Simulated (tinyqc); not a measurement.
# Off-state leakage of single and stacked transistors: two studies

n-channel devices of unit width. Subthreshold current I(Vg, Vs, Vd) = I0 (T/300 K)^0.5 exp[(Vg - Vs - VT(T) - gb (Vs - Vb) + dd (Vd - Vs))/(nf Vt)] (1 - exp(-(Vd - Vs)/Vt)), VT(T) = VT - cT (T - 300 K). Gate-edge tunnelling Ig (Vd/1 V) exp(ag (Vd - 1 V)), for a gate at 0 V, and band-to-band leakage Ab u exp(-Bb/u), u = Vd - Vb + 1 V, flow at a drain held at V; both are taken as independent of T. In a stack of off transistors (all gates at 0 V) the same subthreshold current passes through each.

Values chosen for this exercise; values of the order met in bulk silicon logic transistors:
- T = 378 K (temperature)
- V = 1.1 V (supply voltage)
- VT = 0.4 V (threshold at 300 K, zero drain and body bias)
- cT = 0.9 mV/K (fall of the threshold with temperature)
- I0 = 0.35 uA/um (current at threshold at 300 K)
- nf = 1.36 (slope factor)
- dd = 0.07 (drain-induced lowering per volt)
- gb = 0.15 (rise of the threshold per volt of source-body bias)
- Ig = 4e-5 uA/um (gate-edge tunnelling current at 1 V)
- ag = 3.7 1/V (exponential slope of the gate current)
- Ab = 100 uA/(um V) (prefactor of band-to-band leakage at the drain)
- Bb = 22 V (its exponential voltage)
- Vb = -0.3 V (body voltage)

Constants: q = 1.602176634e-19 C, kB = 1.380649e-23 J/K, Vt = kB T/q. Results are converted to the units shown.

Each table varies one quantity; the others keep the values above.

## Subthreshold current against the height of the stack

All n gates at 0 V, bottom source at 0 V, top drain at V; node voltages follow from equal currents.

Subthreshold current against the height of the stack:
columns A: n; B: I (nA/um); C: reduction factor; D: drain voltage of the bottom device (mV); E: source voltage of the top device (mV); F: voltage across the top device (V)
```
A        B      C      D      E       F
1   0.4729  1.000   1100      0   1.100
2  0.07950  5.949  64.75  64.75   1.035
3  0.04355  10.86  22.91  86.60   1.013
4  0.03005  15.74  14.20  100.1  0.9999
5  0.02296  20.60  10.32  109.8  0.9902
6  0.01858  25.45  8.119  117.5  0.9825
```

What does the comparison show?

The second transistor cuts the current by a factor of 5.95, the third by a further 1.83 and the sixth by 1.24. The top device keeps 89.3 % of the supply at n = 6, while the drain voltage of the bottom one falls to 0.249 Vt.

## Leakage components against the supply voltage

Same model as above.

One transistor with Vg = Vs = 0, Vd = V; stack factor I(one)/I(two in series).

Leakage components against the supply voltage:
```
V (V)  subthreshold (nA/um)  gate edge (nA/um)  band-to-band (nA/um)  total (nA/um)  stack factor  largest part
0.5                 0.18324          0.0031447               0.88558         1.0720        2.9539  band-to-band
0.6                 0.21461          0.0054633                1.7786         1.9987        3.2831  band-to-band
0.7                 0.25135          0.0092277                3.3403         3.6009        3.6669  band-to-band
0.8                 0.29437           0.015268                5.9220         6.2316        4.1142  band-to-band
0.9                 0.34477           0.024866                9.9880         10.358        4.6353  band-to-band
1                   0.40378           0.040000                16.129         16.573        5.2422  band-to-band
1.1                 0.47291           0.063700                25.071         25.608        5.9487  band-to-band
1.2                 0.55386            0.10060                37.683         38.338        6.7710  band-to-band
1.3                 0.64867            0.15779                54.976         55.783        7.7277  band-to-band
1.4                 0.75971            0.24600                78.103         79.109        8.8406  band-to-band
```

What does the comparison show?

As V goes from 0.5 to 1.4, the total leakage rises from 1.07 to 79.1 nA/um. The band-to-band part leads at V = 0.5 and in all other rows. The reduction by a stack of two rises from 2.95 to 8.84, for the subthreshold part alone.

tinyqc, about 0.04 s, one thread, Intel Xeon 2.30GHz (shared host): `OMP_NUM_THREADS=1 python tinyqc.py 2242103 2242104 out.jsonl`
